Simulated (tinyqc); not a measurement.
# Read current of a NAND string, cells in series solved by shooting: what changes with what

Cells in series, numbered from 0 at the source line (0 V) to the bit line, each followed by a gap resistance Rg. A cell with gate Vg, threshold VT, source Vs and drain Vd passes I = 2 nf K Vt^2 [F(Vs) - F(Vd)]/(1 + th max(Vg - VT, 0)), F(V) = ln^2(1 + exp((Vg - VT - nf V)/(2 nf Vt))). The selected cell has Vg = Vr, the others Vg = Vp.

Values chosen for this exercise; values of the order met in vertical NAND strings: temperature T = 358 K; gain factor of a cell K = 10 uA/V^2; slope factor nf = 2.2; mobility reduction factor th = 0.08 1/V; resistance of the gap between cells Rg = 3 kohm; bit-line voltage Vbl = 0.3 V; pass voltage Vp = 6.9 V; threshold of an erased cell Ve = -1.7 V; threshold of the highest state Vh = 3 V; threshold of the selected cell Vx = 2.7 V; sensing current Is = 10 nA; read voltage on the selected word line Vr = 4.23 V.

Constants: q = 1.602176634e-19 C, kB = 1.380649e-23 J/K, Vt = kB T/q. Results are converted to the units shown.

Each table varies one quantity; the others keep the values above.

## Read current against the number of cells

For a trial current I start at 0 V and, cell by cell, solve for the drain: sqrt(F(Vd)) = sqrt(F(Vs) - I/k), k = 2 nf K Vt^2/(1 + th max(Vg - VT, 0)), Vd = [Vg - VT - 2 nf Vt ln(exp(sqrt F) - 1)]/nf, then add I Rg. The string current is the I for which the last node reaches Vbl. The apparent threshold is the Vr at which I = Is. Background: all other cells erased (VT = Ve) or all in the highest state (VT = Vh); ratio and shift are high over erased and high minus erased. The selected cell is in the middle, cell n/2.

Read current against the number of cells:
```
n	I, others erased (uA)	I, others high (uA)	ratio	apparent VT, erased (V)	apparent VT, high (V)	background shift (mV)
8	1.146	0.7986	0.6968	2.639	2.641	1.234
16	0.6692	0.4330	0.6470	2.641	2.644	2.471
32	0.3648	0.2258	0.6190	2.645	2.650	4.951
64	0.1909	0.1154	0.6042	2.653	2.663	9.937
96	0.1293	0.07746	0.5992	2.661	2.676	14.96
128	0.09773	0.05831	0.5966	2.669	2.689	20.02
192	0.06567	0.03901	0.5940	2.685	2.716	30.37
```

Read the table: what changes, and by how much?

With erased neighbours the current falls from 1.15 to 0.0657 uA, as n^(-0.78) between the first two rows and n^(-0.98) between the last two (-1 once the series resistance rules). The ratio falls from 0.697 to 0.594 and the background shift rises from 1.23 to 30.4 mV.

## Effect of the bit-line voltage

Same model as above.

The string has 32 cells and the selected one is cell 16.

Effect of the bit-line voltage:
```
Vbl (V)	I, others erased (uA)	I, others high (uA)	ratio	apparent VT, erased (V)	apparent VT, high (V)	background shift (mV)
0.1	0.1263	0.08012	0.6341	2.652	2.658	5.979
0.2	0.2481	0.1554	0.6265	2.646	2.651	4.994
0.3	0.3648	0.2258	0.6190	2.645	2.650	4.951
0.4	0.4760	0.2912	0.6117	2.645	2.650	4.949
0.5	0.5812	0.3514	0.6046	2.645	2.650	4.949
0.6	0.6793	0.4063	0.5981	2.645	2.650	4.949
0.7	0.7692	0.4559	0.5926	2.645	2.650	4.949
0.8	0.8489	0.4998	0.5888	2.645	2.650	4.949
```

What does the comparison show?

As Vbl goes from 0.1 to 0.8 V, the current with erased neighbours rises from 0.126 to 0.849 uA, that with high neighbours rises from 0.0801 to 0.500 uA and the ratio falls from 0.634 to 0.589. The background shift falls from 5.98 to 4.95 mV.

tinyqc, about 0.4 s, one thread, Intel Xeon 2.30GHz (shared host): `OMP_NUM_THREADS=1 python tinyqc.py 2142224 2142225 out.jsonl`
